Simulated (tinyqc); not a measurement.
Band offset of a heterojunction with an interface dipole (two-band chains, self-consistent charge), step by step. Values are carried at full precision from step to step, so a last printed digit may differ when a step is redone from the rounded ones.

Sites alternate A, C. Left: A at -G1/2, C at +G1/2, hopping -t1; right: A at D - G2/2, C at D + G2/2, hopping -t2; the bonds across the two interfaces of a ring (C left to A right, C right to A left) have -sqrt(t1 t2). D is the offset of the mid-gaps, so Ev(right) - Ev(left) = D - (G2 - G1)/2 and Ec(right) - Ec(left) = D + (G2 - G1)/2. The closing bond has its sign reversed (antiperiodic ring). Half the levels are filled with two electrons each. The charge moved is q = (electrons on the left) less one a site; the mean over the two interfaces, q/2, is taken as the charge that crosses each, and its dipole opposes the offset: D = D0 - u q/2.

Inputs chosen for the exercise (gaps near those of Si and HfO2; the chains and D0 are free models, so the offsets are not those of the real pair; shifted at random, so the results belong to these values and not to a real crystal): G1 = 1.17 eV (gap on the left); G2 = 5.6 eV (gap on the right); t1 = 2.18 eV (hopping on the left); t2 = 2.73 eV (hopping on the right); D0 = 0.8 eV (mid-gap of the right side above that of the left, without dipole); n = 3 (cells a side in the small ring); u = 6.8 eV (potential step per electron moved across); mx = 0.3 (mixing).

## The small ring at D = D0

Fill in H.

H (eV), rows AL1, CL1, AL2, CL2, AL3, CL3, AR1, CR1, AR2, CR2, AR3, CR3 and columns alike:
```
[[-0.5850, -2.1800, 0, 0, 0, 0, 0, 0, 0, 0, 0, 2.4395],
 [-2.1800, 0.5850, -2.1800, 0, 0, 0, 0, 0, 0, 0, 0, 0],
 [0, -2.1800, -0.5850, -2.1800, 0, 0, 0, 0, 0, 0, 0, 0],
 [0, 0, -2.1800, 0.5850, -2.1800, 0, 0, 0, 0, 0, 0, 0],
 [0, 0, 0, -2.1800, -0.5850, -2.1800, 0, 0, 0, 0, 0, 0],
 [0, 0, 0, 0, -2.1800, 0.5850, -2.4395, 0, 0, 0, 0, 0],
 [0, 0, 0, 0, 0, -2.4395, -2.0000, -2.7300, 0, 0, 0, 0],
 [0, 0, 0, 0, 0, 0, -2.7300, 3.6000, -2.7300, 0, 0, 0],
 [0, 0, 0, 0, 0, 0, 0, -2.7300, -2.0000, -2.7300, 0, 0],
 [0, 0, 0, 0, 0, 0, 0, 0, -2.7300, 3.6000, -2.7300, 0],
 [0, 0, 0, 0, 0, 0, 0, 0, 0, -2.7300, -2.0000, -2.7300],
 [2.4395, 0, 0, 0, 0, 0, 0, 0, 0, 0, -2.7300, 3.6000]]
```

## Levels and site charges

Diagonalise, fill the lower half with two electrons each, and sum the electrons on the left (L) less one a site.

levels (eV): [-5.1168, -4.5474, -3.6635, -3.3718, -2.1379, -1.1734, 1.3925, 2.6496, 3.9136, 4.5123, 5.7342, 6.6087]

electrons on the sites: AL1 1.4163, CL1 0.7039, AL2 1.3246, CL2 0.7043, AL3 1.3285, CL3 0.6390, AR1 1.5498, CR1 0.3535, AR2 1.6338, CR2 0.3528, AR3 1.6291, CR3 0.3644

q = 0.1166 electrons

Electrons move to the left, the side whose mid-gap lies lower.

## Self-consistent offset

From here on the ring has 24 cells a side.

Start at D = D0; D(out) = D0 - u q(D)/2; D(new) = D + mx (D(out) - D); stop when |D(out) - D| < 1e-7 eV.

Iterations:
```
i     D (eV)        q  D(out) (eV)  D(out) - D
0    0.80000  0.11993      0.39223      -0.408
1    0.67767  0.10092      0.45686      -0.221
2    0.61143  0.09077      0.49137      -0.120
3    0.57541  0.08529      0.51000     -0.0654
4    0.55579  0.08232      0.52012     -0.0357
5    0.54509  0.08070      0.52563     -0.0195
6    0.53925  0.07982      0.52863     -0.0106
7    0.53606  0.07933      0.53026    -0.00580
8    0.53432  0.07907      0.53116    -0.00316
...      ...      ...          ...         ...
22   0.53223  0.07876      0.53223   -6.61e-07
23   0.53223  0.07876      0.53223   -3.61e-07
24   0.53223  0.07876      0.53223   -1.97e-07
25   0.53223  0.07876      0.53223   -1.08e-07
26   0.53223  0.07876      0.53223   -5.87e-08
```

D = 0.5322 eV

Converged at i = 26: the dipole removes 33 % of the starting offset.

## Linear response

chi = (q(+h) - q(-h))/(2h) at D = 0 with h = 0.01 eV; S = 1/(1 + u chi/2); linear estimate D = S D0.

chi = 0.14644 1/eV
S = 0.6676
linear estimate of D = 0.5341 eV

The self-consistent value is 0.5322 eV, -1.8 meV from the estimate. At D = 0 no net charge crosses: the mid-gaps are the neutrality levels of these symmetric chains.

## The line-up

Ev(right) - Ev(left) = D - (G2 - G1)/2 and Ec(right) - Ec(left) = D + (G2 - G1)/2, for D0, for the self-consistent D and for D = 0. Type I: the offsets have opposite signs; type III: one valence edge lies above the other conduction edge; else type II.

Offsets (eV):
```
case                           D  valence  conduction                 type
no dipole                  0.800   -1.415       3.015  type I (straddling)
self-consistent            0.532   -1.683       2.747  type I (straddling)
neutrality levels aligned  0.000   -2.215       2.215  type I (straddling)
```

The dipole shifts both offsets alike and leaves the type.

## Checks

- q at D = 0 against zero, as particle-hole symmetry demands: both 0.000000.
- q at the self-consistent D on 24 against 48 cells a side: both 0.0788.

tinyqc: `OMP_NUM_THREADS=1 python tinyqc.py 1482412 1482413 out.jsonl`; about 0.4 s, one thread, shared Intel(R) Xeon(R) Processor @ 2.30GHz.
